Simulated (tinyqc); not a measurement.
MP2 on RHF in the sto-6g basis, frozen core, for BeH2, spin multiplicity 1, step by step. Computed by tinyqc, a small Python program that keeps every step (integrals from PySCF). Settings: charge = 0, multiplicity = 1, basis = sto-6g, method = RHF, frozen orbitals = 1, energy threshold = 1e-10, iteration cap = 77, orthogonalisation = symmetric, start = Wolfsberg-Helmholz matrix, DIIS depth = 6. Command: `OMP_NUM_THREADS=1 python tinyqc.py 22616 22617 out.jsonl` (the two numbers bound the seeds that draw the settings). One thread of a shared host (Intel(R) Xeon(R) Processor @ 2.60GHz), about 0.2 s of CPU time with the checks. The early iterations of the SCF are left out here.

## One-electron integrals

Geometry (angstrom):
```
atom        x         y        z
Be    0.00000   0.00000  0.00000
H     0.00000   1.63900  0.05200
H     0.00000  -1.63900  0.05200
```

Basis sto-6g: exponents (1/bohr^2) and contraction coefficients of normalised primitives:
```
element  l (shell)   exponent  coefficient
Be           s (1)  312.87049      0.00916
Be           s (1)   57.36446      0.04936
Be           s (1)   16.04851      0.16854
Be           s (1)    5.51310      0.37056
Be           s (1)    2.14090      0.41649
Be           s (1)    0.88174      0.13033
Be           s (2)   13.63325     -0.01325
Be           s (2)    2.69838     -0.04699
Be           s (2)    0.83865     -0.03379
Be           s (2)    0.32266      0.25024
Be           s (2)    0.14013      0.59512
Be           s (2)    0.06423      0.24071
Be           p (3)   13.63325      0.00376
Be           p (3)    2.69838      0.03768
Be           p (3)    0.83865      0.17390
Be           p (3)    0.32266      0.41804
Be           p (3)    0.14013      0.42586
Be           p (3)    0.06423      0.10171
H            s (1)   35.52322      0.00916
H            s (1)    6.51314      0.04936
H            s (1)    1.82214      0.16854
H            s (1)    0.62596      0.37056
H            s (1)    0.24308      0.41649
H            s (1)    0.10011      0.13033
```

Overlap, kinetic and nuclear-attraction integrals over the contracted functions; the nuclear repulsion is the sum of Za Zb / Rab.

nuclear repulsion = 2.7430612 hartree

overlap S, order 1Be 1s, 1Be 2s, 1Be 2px, 1Be 2py, 1Be 2pz, 2H 1s, 3H 1s:
$$\begin{pmatrix}
1.00000 & 0.25476 & 0.00000 & 0.00000 & 0.00000 & 0.03692 & 0.03692 \\
0.25476 & 1.00000 & 0.00000 & 0.00000 & 0.00000 & 0.34665 & 0.34665 \\
0.00000 & 0.00000 & 1.00000 & 0.00000 & 0.00000 & 0.00000 & 0.00000 \\
0.00000 & 0.00000 & 0.00000 & 1.00000 & 0.00000 & 0.42971 & -0.42971 \\
0.00000 & 0.00000 & 0.00000 & 0.00000 & 1.00000 & 0.01363 & 0.01363 \\
0.03692 & 0.34665 & 0.00000 & 0.42971 & 0.01363 & 1.00000 & 0.01305 \\
0.03692 & 0.34665 & 0.00000 & -0.42971 & 0.01363 & 0.01305 & 1.00000
\end{pmatrix}$$

kinetic energy T (hartree), order 1Be 1s, 1Be 2s, 1Be 2px, 1Be 2py, 1Be 2pz, 2H 1s, 3H 1s:
$$\begin{pmatrix}
6.76875 & -0.20738 & 0.00000 & 0.00000 & 0.00000 & -0.01136 & -0.01136 \\
-0.20738 & 0.22012 & 0.00000 & 0.00000 & 0.00000 & 0.03127 & 0.03127 \\
0.00000 & 0.00000 & 0.66127 & 0.00000 & 0.00000 & 0.00000 & 0.00000 \\
0.00000 & 0.00000 & 0.00000 & 0.66127 & 0.00000 & 0.10832 & -0.10832 \\
0.00000 & 0.00000 & 0.00000 & 0.00000 & 0.66127 & 0.00344 & 0.00344 \\
-0.01136 & 0.03127 & 0.00000 & 0.10832 & 0.00344 & 0.76852 & -0.00387 \\
-0.01136 & 0.03127 & 0.00000 & -0.10832 & 0.00344 & -0.00387 & 0.76852
\end{pmatrix}$$

nuclear attraction V (hartree), order 1Be 1s, 1Be 2s, 1Be 2px, 1Be 2py, 1Be 2pz, 2H 1s, 3H 1s:
$$\begin{pmatrix}
-15.36020 & -1.81516 & 0.00000 & 0.00000 & -0.00080 & -0.28446 & -0.28446 \\
-1.81516 & -2.92780 & 0.00000 & 0.00000 & -0.00728 & -0.91546 & -0.91546 \\
0.00000 & 0.00000 & -2.87162 & 0.00000 & 0.00000 & 0.00000 & 0.00000 \\
0.00000 & 0.00000 & 0.00000 & -3.03973 & 0.00000 & -1.11057 & 1.11057 \\
-0.00080 & -0.00728 & 0.00000 & 0.00000 & -2.87179 & -0.03578 & -0.03578 \\
-0.28446 & -0.91546 & 0.00000 & -1.11057 & -0.03578 & -2.68894 & -0.03882 \\
-0.28446 & -0.91546 & 0.00000 & 1.11057 & -0.03578 & -0.03882 & -2.68894
\end{pmatrix}$$

core Hamiltonian H = T + V (hartree), order 1Be 1s, 1Be 2s, 1Be 2px, 1Be 2py, 1Be 2pz, 2H 1s, 3H 1s:
$$\begin{pmatrix}
-8.59145 & -2.02254 & 0.00000 & 0.00000 & -0.00080 & -0.29582 & -0.29582 \\
-2.02254 & -2.70768 & 0.00000 & 0.00000 & -0.00728 & -0.88419 & -0.88419 \\
0.00000 & 0.00000 & -2.21035 & 0.00000 & 0.00000 & 0.00000 & 0.00000 \\
0.00000 & 0.00000 & 0.00000 & -2.37846 & 0.00000 & -1.00225 & 1.00225 \\
-0.00080 & -0.00728 & 0.00000 & 0.00000 & -2.21052 & -0.03235 & -0.03235 \\
-0.29582 & -0.88419 & 0.00000 & -1.00225 & -0.03235 & -1.92042 & -0.04269 \\
-0.29582 & -0.88419 & 0.00000 & 1.00225 & -0.03235 & -0.04269 & -1.92042
\end{pmatrix}$$

## Two-electron integrals

Functions are numbered as in S; the eight-fold symmetry (ij|kl) = (ji|kl) = (kl|ij) leaves the list below.

Two-electron integrals (ij|kl) in chemists' order, unique and non-zero (hartree):
```
(11|11) 2.30000     (21|11) 0.36188     (21|21) 0.07193     (22|11) 0.57033
(22|21) 0.13965     (22|22) 0.41777     (31|31) 0.01525     (32|31) 0.02255
(32|32) 0.09234     (33|11) 0.57033     (33|21) 0.13965     (33|22) 0.41777
(33|33) 0.45012     (41|41) 0.01525     (42|41) 0.02255     (42|42) 0.09234
(43|43) 0.02426     (44|11) 0.57033     (44|21) 0.13965     (44|22) 0.41777
(44|33) 0.40160     (44|44) 0.45012     (51|51) 0.01525     (52|51) 0.02255
(52|52) 0.09234     (53|53) 0.02426     (54|54) 0.02426     (55|11) 0.57033
(55|21) 0.13965     (55|22) 0.41777     (55|33) 0.40160     (55|44) 0.40160
(55|55) 0.45012     (61|11) 0.05347     (61|21) 0.01034     (61|22) 0.02007
(61|33) 0.01991     (61|41) 0.00103     (61|42) 0.00202     (61|44) 0.02041
(61|51) 3.26e-05    (61|52) 0.00006     (61|54) 1.58e-05    (61|55) 0.01991
(61|61) 0.00157     (62|11) 0.15109     (62|21) 0.03772     (62|22) 0.12566
(62|33) 0.12067     (62|41) 0.00520     (62|42) 0.03252     (62|44) 0.13561
(62|51) 0.00016     (62|52) 0.00103     (62|54) 0.00047     (62|55) 0.12069
(62|61) 0.00604     (62|62) 0.06017     (63|31) 0.00332     (63|32) 0.01586
(63|43) 0.00538     (63|53) 0.00017     (63|63) 0.00496     (64|11) 0.17041
(64|21) 0.04302     (64|22) 0.14938     (64|33) 0.14065     (64|41) 0.00832
(64|42) 0.05046     (64|44) 0.16681     (64|51) 0.00016     (64|52) 0.00110
(64|54) 0.00066     (64|55) 0.14067     (64|61) 0.00718     (64|62) 0.08088
(64|64) 0.11140     (65|11) 0.00541     (65|21) 0.00136     (65|22) 0.00474
(65|33) 0.00446     (65|41) 0.00016     (65|42) 0.00110     (65|44) 0.00495
(65|51) 0.00333     (65|52) 0.01589     (65|54) 0.00540     (65|55) 0.00480
(65|61) 0.00023     (65|62) 0.00257     (65|64) 0.00338     (65|65) 0.00507
(66|11) 0.32184     (66|21) 0.08184     (66|22) 0.30550     (66|33) 0.28417
(66|41) 0.01224     (66|42) 0.10132     (66|44) 0.34809     (66|51) 0.00039
(66|52) 0.00321     (66|54) 0.00203     (66|55) 0.28423     (66|61) 0.01343
(66|62) 0.19233     (66|64) 0.27288     (66|65) 0.00866     (66|66) 0.77500
(71|11) 0.05347     (71|21) 0.01034     (71|22) 0.02007     (71|33) 0.01991
(71|41) -0.00103    (71|42) -0.00202    (71|44) 0.02041     (71|51) 3.26e-05
(71|52) 0.00006     (71|54) -1.58e-05   (71|55) 0.01991     (71|61) 0.00142
(71|62) 0.00498     (71|64) 0.00550     (71|65) 0.00019     (71|66) 0.01075
(71|71) 0.00157     (72|11) 0.15109     (72|21) 0.03772     (72|22) 0.12566
(72|33) 0.12067     (72|41) -0.00520    (72|42) -0.03252    (72|44) 0.13561
(72|51) 0.00016     (72|52) 0.00103     (72|54) -0.00047    (72|55) 0.12069
(72|61) 0.00498     (72|62) 0.02909     (72|64) 0.03205     (72|65) 0.00122
(72|66) 0.06781     (72|71) 0.00604     (72|72) 0.06017     (73|31) 0.00332
(73|32) 0.01586     (73|43) -0.00538    (73|53) 0.00017     (73|63) 0.00180
(73|73) 0.00496     (74|11) -0.17041    (74|21) -0.04302    (74|22) -0.14938
(74|33) -0.14065    (74|41) 0.00832     (74|42) 0.05046     (74|44) -0.16681
(74|51) -0.00016    (74|52) -0.00110    (74|54) 0.00066     (74|55) -0.14067
(74|61) -0.00550    (74|62) -0.03205    (74|64) -0.03446    (74|65) -0.00133
(74|66) -0.07448    (74|71) -0.00718    (74|72) -0.08088    (74|74) 0.11140
(75|11) 0.00541     (75|21) 0.00136     (75|22) 0.00474     (75|33) 0.00446
(75|41) -0.00016    (75|42) -0.00110    (75|44) 0.00495     (75|51) 0.00333
(75|52) 0.01589     (75|54) -0.00540    (75|55) 0.00480     (75|61) 0.00019
(75|62) 0.00122     (75|64) 0.00133     (75|65) 0.00185     (75|66) 0.00290
(75|71) 0.00023     (75|72) 0.00257     (75|74) -0.00338    (75|75) 0.00507
(76|11) 0.00710     (76|21) 0.00173     (76|22) 0.00527     (76|33) 0.00517
(76|44) 0.00549     (76|51) 1.48e-05    (76|52) 0.00008     (76|55) 0.00517
(76|61) 0.00025     (76|62) 0.00171     (76|64) 0.00209     (76|65) 0.00008
(76|66) 0.00449     (76|71) 0.00025     (76|72) 0.00171     (76|74) -0.00209
(76|75) 0.00008     (76|76) 0.00007     (77|11) 0.32184     (77|21) 0.08184
(77|22) 0.30550     (77|33) 0.28417     (77|41) -0.01224    (77|42) -0.10132
(77|44) 0.34809     (77|51) 0.00039     (77|52) 0.00321     (77|54) -0.00203
(77|55) 0.28423     (77|61) 0.01075     (77|62) 0.06781     (77|64) 0.07448
(77|65) 0.00290     (77|66) 0.16143     (77|71) 0.01343     (77|72) 0.19233
(77|74) -0.27288    (77|75) 0.00866     (77|76) 0.00449     (77|77) 0.77500
```

## Orthogonalisation

S = U s U^T; symmetric (Loewdin) form X = U s^(-1/2) U^T, so that X^T S X = 1.

eigenvalues of S: [0.38573, 0.47252, 0.95827, 1.00000, 1.00189, 1.58038, 1.60122]

X, order 1Be 1s, 1Be 2s, 1Be 2px, 1Be 2py, 1Be 2pz, 2H 1s, 3H 1s:
$$\begin{pmatrix}
1.02727 & -0.14581 & 0.00000 & 0.00000 & -0.00049 & 0.01939 & 0.01939 \\
-0.14581 & 1.14042 & 0.00000 & 0.00000 & 0.00440 & -0.20840 & -0.20840 \\
0.00000 & 0.00000 & 1.00000 & 0.00000 & 0.00000 & 0.00000 & 0.00000 \\
0.00000 & 0.00000 & 0.00000 & 1.19579 & 0.00000 & -0.28984 & 0.28984 \\
-0.00049 & 0.00440 & 0.00000 & 0.00000 & 1.00017 & -0.00801 & -0.00801 \\
0.01939 & -0.20840 & 0.00000 & -0.28984 & -0.00801 & 1.15378 & -0.05081 \\
0.01939 & -0.20840 & 0.00000 & 0.28984 & -0.00801 & -0.05081 & 1.15378
\end{pmatrix}$$

## Iteration 7 (converged): orbitals

converged F (hartree), order 1Be 1s, 1Be 2s, 1Be 2px, 1Be 2py, 1Be 2pz, 2H 1s, 3H 1s:
$$\begin{pmatrix}
-4.60624 & -1.25059 & 0.00000 & 0.00000 & 0.00069 & -0.18519 & -0.18519 \\
-1.25059 & -0.55526 & 0.00000 & 0.00000 & -0.00476 & -0.31583 & -0.31583 \\
0.00000 & 0.00000 & 0.20961 & 0.00000 & 0.00000 & 0.00000 & 0.00000 \\
0.00000 & 0.00000 & 0.00000 & -0.12477 & 0.00000 & -0.29095 & 0.29095 \\
0.00069 & -0.00476 & 0.00000 & 0.00000 & 0.20941 & -0.00713 & -0.00713 \\
-0.18519 & -0.31583 & 0.00000 & -0.29095 & -0.00713 & -0.21798 & -0.00997 \\
-0.18519 & -0.31583 & 0.00000 & 0.29095 & -0.00713 & -0.00997 & -0.21798
\end{pmatrix}$$

Diagonalise F' = X^T F X, C = X C', fill 3 alpha and 3 beta electrons from the bottom; D = 2 C_occ C_occ^T. Each column has its largest component positive (the first on a tie).

F' = X^T F X (hartree):
$$\begin{pmatrix}
-4.50937 & -0.66036 & 0.00000 & 0.00000 & 0.00031 & 0.00117 & 0.00117 \\
-0.66036 & -0.14624 & 0.00000 & 0.00000 & 0.00187 & -0.26171 & -0.26171 \\
0.00000 & 0.00000 & 0.20961 & 0.00000 & 0.00000 & 0.00000 & 0.00000 \\
0.00000 & 0.00000 & 0.00000 & 0.19001 & 0.00000 & -0.35212 & 0.35212 \\
0.00031 & 0.00187 & 0.00000 & 0.00000 & 0.20967 & -0.00863 & -0.00863 \\
0.00117 & -0.26171 & 0.00000 & -0.35212 & -0.00863 & 0.02477 & -0.05877 \\
0.00117 & -0.26171 & 0.00000 & 0.35212 & -0.00863 & -0.05877 & 0.02477
\end{pmatrix}$$

orbital energies (hartree): MO1 -4.60773, MO2 -0.40745, MO3 -0.36403, MO4 0.20890, MO5 0.20961, MO6 0.32633, MO7 0.63758

coefficients C, order 1Be 1s, 1Be 2s, 1Be 2px, 1Be 2py, 1Be 2pz, 2H 1s, 3H 1s:
$$\begin{pmatrix}
0.99482 & -0.19998 & 0.00000 & 0.02058 & 0.00000 & -0.21729 & 0.00000 \\
0.02042 & 0.61454 & 0.00000 & -0.08952 & 0.00000 & 1.01124 & 0.00000 \\
0.00000 & 0.00000 & 0.00000 & 0.00000 & 1.00000 & 0.00000 & 0.00000 \\
0.00000 & 0.00000 & 0.49449 & 0.00000 & 0.00000 & 0.00000 & 1.16336 \\
-0.00006 & 0.00699 & 0.00000 & 0.99555 & 0.00000 & 0.09656 & 0.00000 \\
-0.00251 & 0.39654 & 0.43975 & 0.04744 & 0.00000 & -0.70189 & -0.78495 \\
-0.00251 & 0.39654 & -0.43975 & 0.04744 & 0.00000 & -0.70189 & 0.78495
\end{pmatrix}$$

D after iteration 7, order 1Be 1s, 1Be 2s, 1Be 2px, 1Be 2py, 1Be 2pz, 2H 1s, 3H 1s:
$$\begin{pmatrix}
2.05931 & -0.20517 & 0.00000 & 0.00000 & -0.00292 & -0.16360 & -0.16360 \\
-0.20517 & 0.75615 & 0.00000 & 0.00000 & 0.00859 & 0.48727 & 0.48727 \\
0.00000 & 0.00000 & 0.00000 & 0.00000 & 0.00000 & 0.00000 & 0.00000 \\
0.00000 & 0.00000 & 0.00000 & 0.48905 & 0.00000 & 0.43490 & -0.43490 \\
-0.00292 & 0.00859 & 0.00000 & 0.00000 & 0.00010 & 0.00554 & 0.00554 \\
-0.16360 & 0.48727 & 0.00000 & 0.43490 & 0.00554 & 0.70125 & -0.07226 \\
-0.16360 & 0.48727 & 0.00000 & -0.43490 & 0.00554 & -0.07226 & 0.70125
\end{pmatrix}$$

## Convergence

Stop when the energy changes by less than 1e-10 hartree and every element of the error matrix X^T (F D S - S D F) X is below 3e-06.

Course of the cycle:
```
iteration  E (hartree)     change  largest element of the error matrix
1          -15.6074792          -                             1.82e-01
2          -15.6525675  -4.51e-02                             1.80e-02
3          -15.6534458  -8.78e-04                             3.81e-03
4          -15.6534913  -4.55e-05                             4.48e-04
5          -15.6534921  -7.53e-07                             3.18e-05
6          -15.6534921  -3.02e-09                             3.50e-08
7          -15.6534921  -1.42e-14                             1.03e-09
```

PySCF RHF in the same basis = -15.6534921 hartree

Converged in 7 iterations.

## Integrals over molecular orbitals

(pq|rs) = sum C_ip C_jq C_kr C_ls (ij|kl), one index at a time.

one-electron integrals over orbitals h = C^T H C (hartree):
$$\begin{pmatrix}
-8.58280 & 0.20565 & 0.00000 & -0.02186 & 0.00000 & 0.21115 & 0.00000 \\
0.20565 & -2.25496 & 0.00000 & 0.01545 & 0.00000 & -0.26669 & 0.00000 \\
0.00000 & 0.00000 & -2.17958 & 0.00000 & 0.00000 & 0.00000 & -0.31937 \\
-0.02186 & 0.01545 & 0.00000 & -2.20858 & 0.00000 & -0.02316 & 0.00000 \\
0.00000 & 0.00000 & 0.00000 & 0.00000 & -2.21035 & 0.00000 & 0.00000 \\
0.21115 & -0.26669 & 0.00000 & -0.02316 & 0.00000 & -1.90332 & 0.00000 \\
0.00000 & 0.00000 & -0.31937 & 0.00000 & 0.00000 & 0.00000 & -1.87198
\end{pmatrix}$$

Two-electron integrals over orbitals (pq|rs), unique and non-zero (hartree); the lowest 1 orbital is frozen and left out:
```
(22|22) 0.36750    (32|32) 0.15766    (33|22) 0.37877    (33|33) 0.40200
(42|22) 0.00291    (42|33) 0.00427    (42|42) 0.04663    (43|32) 0.00683
(43|43) 0.01229    (44|22) 0.34840    (44|33) 0.32852    (44|42) -0.01354
(44|44) 0.45048    (52|52) 0.04647    (53|53) 0.01184    (54|52) -0.00411
(54|54) 0.02451    (55|22) 0.34863    (55|33) 0.32845    (55|42) -0.00544
(55|44) 0.40128    (55|55) 0.45012    (62|22) -0.01259   (62|33) -0.03991
(62|42) -0.00270   (62|44) 0.07062    (62|55) 0.07186    (62|62) 0.08547
(63|32) -0.09166   (63|43) -0.00590   (63|63) 0.08807    (64|22) 0.00037
(64|33) -0.00263   (64|42) 0.04480    (64|44) -0.00079   (64|55) 0.00416
(64|62) 0.01106    (64|64) 0.04842    (65|52) 0.04614    (65|54) -0.00253
(65|65) 0.04909    (66|22) 0.37087    (66|33) 0.38121    (66|42) 0.01081
(66|44) 0.34869    (66|55) 0.34993    (66|62) -0.02327   (66|64) 0.00683
(66|66) 0.38934    (72|32) -0.03896   (72|43) -0.00536   (72|63) 0.06361
(72|72) 0.05822    (73|22) 0.00135    (73|33) -0.01839   (73|42) -0.00732
(73|44) 0.07280    (73|55) 0.07314    (73|62) 0.08092    (73|64) 0.00588
(73|66) -0.01807   (73|73) 0.08908    (74|32) -0.01181   (74|43) 0.01255
(74|63) 0.00769    (74|72) 0.00246    (74|74) 0.01797    (75|53) 0.01310
(75|75) 0.01706    (76|32) 0.13827    (76|43) 0.00742    (76|63) -0.08916
(76|72) -0.04505   (76|74) -0.01010   (76|76) 0.13357    (77|22) 0.39267
(77|33) 0.40761    (77|42) 0.00071    (77|44) 0.37376    (77|55) 0.37357
(77|62) -0.01399   (77|64) -0.00219   (77|66) 0.40293    (77|73) 0.00682
(77|77) 0.44382
```

## Second-order Moller-Plesset energy

Hartree-Fock energy = -15.6534921 hartree

E2 = sum_ijab (ia|jb) [2 (ia|jb) - (ib|ja)] / (e_i + e_j - e_a - e_b) over occupied i, j and virtual a, b; the opposite-spin part is (ia|jb)^2 / denominator, the rest is same-spin, and SCS-MP2 scales them by 6/5 and 1/3.

Terms:
```
i  j  a  b   (ia|jb)   (ib|ja)  denominator       term
3  3  6  6   0.08807   0.08807     -1.38073   -0.00562
2  2  6  6   0.08547   0.08547     -1.46755   -0.00498
2  3  6  7   0.08092   0.06361     -1.73539   -0.00458
3  2  7  6   0.08092   0.06361     -1.73539   -0.00458
3  3  7  7   0.08908   0.08908     -2.00322   -0.00396
2  2  4  4   0.04663   0.04663     -1.23269   -0.00176
2  2  5  5   0.04647   0.04647     -1.23411   -0.00175
3  2  6  7   0.06361   0.08092     -1.73539   -0.00170
2  3  7  6   0.06361   0.08092     -1.73539   -0.00170
2  2  7  7   0.05822   0.05822     -2.09005   -0.00162
3  3  4  4   0.01229   0.01229     -1.14586   -0.00013
3  3  5  5   0.01184   0.01184     -1.14728   -0.00012
2  3  4  7  -0.00732  -0.00536     -1.61795  -4.21e-05
3  2  7  4  -0.00732  -0.00536     -1.61795  -4.21e-05
3  3  4  6  -0.00590  -0.00590     -1.26329  -2.75e-05
3  3  6  4  -0.00590  -0.00590     -1.26329  -2.75e-05
3  2  4  7  -0.00536  -0.00732     -1.61795  -1.12e-05
2  3  7  4  -0.00536  -0.00732     -1.61795  -1.12e-05
2  2  4  6  -0.00270  -0.00270     -1.35012  -5.38e-06
2  2  6  4  -0.00270  -0.00270     -1.35012  -5.38e-06
```

Pair energies (hartree; pair i-j sums ij and ji):
```
pair  opposite spin  same spin
2-2        -0.01012          0
3-2        -0.01231   -0.00035
3-3        -0.00989          0
```

MP2 correlation energy = -0.0326715 hartree

SCS-MP2 correlation energy = -0.0389024 hartree

MP2 total energy = -15.6861636 hartree
